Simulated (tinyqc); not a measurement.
# Worked calculation: off-state leakage of single and stacked transistors

Program tinyqc, `OMP_NUM_THREADS=1 python tinyqc.py 2242184 2242185 out.jsonl`; Intel Xeon 2.30GHz, shared host, one thread, about 0.03 s. Printed values are rounded.

n-channel devices of unit width. Subthreshold current I(Vg, Vs, Vd) = I0 (T/300 K)^0.5 exp[(Vg - Vs - VT(T) - gb (Vs - Vb) + dd (Vd - Vs))/(nf Vt)] (1 - exp(-(Vd - Vs)/Vt)), VT(T) = VT - cT (T - 300 K). Gate-edge tunnelling Ig (Vd/1 V) exp(ag (Vd - 1 V)), for a gate at 0 V, and band-to-band leakage Ab u exp(-Bb/u), u = Vd - Vb + 1 V, flow at a drain held at V; both are taken as independent of T. In a stack of off transistors (all gates at 0 V) the same subthreshold current passes through each.

Parameters, values chosen for the exercise; values of the order met in bulk silicon logic transistors: temperature T = 300 K; supply voltage V = 0.9 V; threshold at 300 K, zero drain and body bias VT = 0.27 V; fall of the threshold with temperature cT = 0.6 mV/K; current at threshold at 300 K I0 = 0.48 uA/um; slope factor nf = 1.49; drain-induced lowering per volt dd = 0.05; rise of the threshold per volt of source-body bias gb = 0.17; gate-edge tunnelling current at 1 V Ig = 1e-5 uA/um; exponential slope of the gate current ag = 3.9 1/V; prefactor of band-to-band leakage at the drain Ab = 80 uA/(um V); its exponential voltage Bb = 25 V; body voltage Vb = 0 V.

Constants: q = 1.602176634e-19 C, kB = 1.380649e-23 J/K, Vt = kB T/q. Results are converted to the units shown.

## Leakage of one transistor

Vg = Vs = 0, Vd = V; effective threshold VT(T) - gb Vb - dd V.

effective threshold = 0.225 V
parts (nA/um): subthreshold 1.394569, gate edge 0.006093512, band-to-band 0.2933881
total = 1.694051 nA/um
shares (%): subthreshold 82.32157, gate edge 0.3597006, band-to-band 17.31873

The subthreshold part is the largest.

## Starting value

Vx = dd V/(1 + gb + 2 dd), the solution for Vx well above Vt, rounded to three decimals.

Vx at the start = 0.035 V

## Iteration 1: new Vx

Stack of two, Vx the node between them: I_low = I(0, 0, Vx), I_up = I(0, Vx, V), f = ln(I_up/I_low), f' = -(1 + gb + 2 dd)/(nf Vt) - 1/(Vt (exp(Vx/Vt) - 1)) - 1/(Vt (exp((V - Vx)/Vt) - 1)), Vx(new) = Vx - f/f'.

I_low = 0.3365683 nA/um
I_up = 0.4602689 nA/um
f = 0.3130099
f' = -46.43728 1/V
Vx after iteration 1 = 0.04174049 V

## Iteration 2: new Vx

As before.

I_low = 0.3666557 nA/um
I_up = 0.3717882 nA/um
f = 0.01390099
f' = -42.57867 1/V
Vx after iteration 2 = 0.04206697 V

## Course of the iteration

Stop when the step is below 1e-11 V, or after 40 iterations.

Course of the iteration:
```
iteration  Vx before the step (V)  step (V)
1                           0.035   6.74e-3
2                      0.04174049   3.26e-4
3                      0.04206697   5.79e-7
4                      0.04206755  1.80e-12
```

Converged in 4 iterations. The subthreshold current of the stack is 0.3680 nA/um, 3.79 times less than that of one transistor (the drain leakage is unchanged); the estimate exp[dd V (1 + gb + dd)/((1 + gb + 2 dd) nf Vt)] gives 3.07.
